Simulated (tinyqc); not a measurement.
Resistive crossbar, vector-matrix product with wire resistance: one step of the calculation.

2 rows and 3 columns. Cell (i, j) joins row node wij to column node bij. Each row is driven at its left end through one wire segment rw; neighbouring nodes along a row or a column are joined by rw; each column ends below the last row in one more rw and a virtual ground, where its current is read. Ideal output: I_j = sum_i V_i G_ij.

Problem. Error against the ideal product. Ideal I_j = sum_i V_i G_ij; error = I/ideal - 1.

Values chosen for this exercise: input voltages of the rows V = [0.33, 0.1] V.

cell conductances G (uS):
```
       column 1  column 2  column 3
row 1       180       130        77
row 2       180        41        42
```

column currents (uA): column 1 77.070005, column 2 46.798281, column 3 29.489705

Wanted: ideal currents; error.

Solution.

ideal currents (uA): column 1 77.4, column 2 47.0, column 3 29.6
error (%): column 1 -0.426, column 2 -0.429, column 3 -0.406

The largest error is in column 2. All currents fall short, since the wires take part of the voltage.

tinyqc, about 0.02 s, one thread, Intel Xeon 2.30GHz (shared host): `OMP_NUM_THREADS=1 python tinyqc.py 2880048 2880049 out.jsonl`
